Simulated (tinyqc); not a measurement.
Worked calculation: tight binding, honeycomb lattice. Computed by tinyqc, a small Python program that keeps every step. Settings: t1 = 2.31, t2 = 0.08, phi = 1.57, delta = 0, points = 5. Command: `OMP_NUM_THREADS=1 python tinyqc.py 24779 24780 out.jsonl` (the two numbers bound the seeds that draw the settings). One thread of a shared host (Intel(R) Xeon(R) Processor @ 2.60GHz), about 0.01 s of CPU time with the checks.

## Bloch Hamiltonian at k

Parameters chosen for this model:
```
parameter     value                        unit
t1         2.310000                 eV, nearest
t2         0.080000       eV, second neighbours
phi        1.570000  rad, phase of t2 (Haldane)
delta             0          eV, +/- on A and B
```

k point k (fractions of the reciprocal vectors): [-0.010000, -0.440000]

H_AB = -t1 (1 + exp(-i k.a1) + exp(-i k.a2)); H_AA = delta - 2 t2 sum cos(k.b + phi), H_BB = -delta - 2 t2 sum cos(k.b - phi), b = a1, a2 - a1, -a2.

H(k) at k (eV), order A, B:
$$\begin{pmatrix}
-0.019165 & -2.467658-0.995414i \\
-2.467658+0.995414i & 0.019378
\end{pmatrix}$$

## Levels at k

Diagonalise the Hermitian matrix.

eigenvalues (eV): [-2.660825, 2.661038]

weights |c|^2 of the basis functions, order A, B:
$$\begin{pmatrix}
0.503621 & 0.496379 \\
0.496379 & 0.503621
\end{pmatrix}$$

## Bloch Hamiltonian at K

k point K (fractions of the reciprocal vectors): [0.333333, 0.666667]

As before.

H(k) at K (eV), order A, B:
$$\begin{pmatrix}
0.415883 & 0.000000 \\
0.000000 & -0.415501
\end{pmatrix}$$

## Levels at K

As before.

eigenvalues (eV): [-0.415501, 0.415883]

weights |c|^2 of the basis functions, order A, B:
$$\begin{pmatrix}
0.000000 & 1.000000 \\
1.000000 & 0.000000
\end{pmatrix}$$

## Bands along a path

The same steps at evenly spaced points between the labelled ones.

Bands along the path (eV):
```
k             band 1    band 2
G          -6.930382  6.929618
G-K 0.33   -5.849541  5.849106
G-K 0.67   -3.123055  3.123206
K          -0.415501  0.415883
K-M 0.33   -1.281509  1.281855
K-M 0.67   -2.042301  2.042585
M          -2.309873  2.310127
M-K' 0.33  -2.042301  2.042585
M-K' 0.67  -1.281509  1.281855
K'         -0.415501  0.415883
```

With 1 band(s) filled, the highest filled level on these points lies at K and the lowest empty one at K: a gap of 0.8314 eV, direct.

## Chern number of the lower band

On a 5 x 5 mesh, the phase of the product of overlaps around each plaquette (k1 then k2); the sum over 2 pi is an integer.

plaquette phases (rad):
$$\begin{pmatrix}
0.000000 & -0.006292 & -0.106143 & 0.018179 & 0.011124 \\
-0.006292 & -0.034832 & -0.489900 & -1.807837 & 0.018179 \\
-0.106143 & -0.489900 & -0.283477 & -0.489900 & -0.106143 \\
0.018179 & -1.807837 & -0.489900 & -0.034832 & -0.006292 \\
0.011124 & 0.018179 & -0.106143 & -0.006292 & 0.000000
\end{pmatrix}$$

Chern number = -1.000000
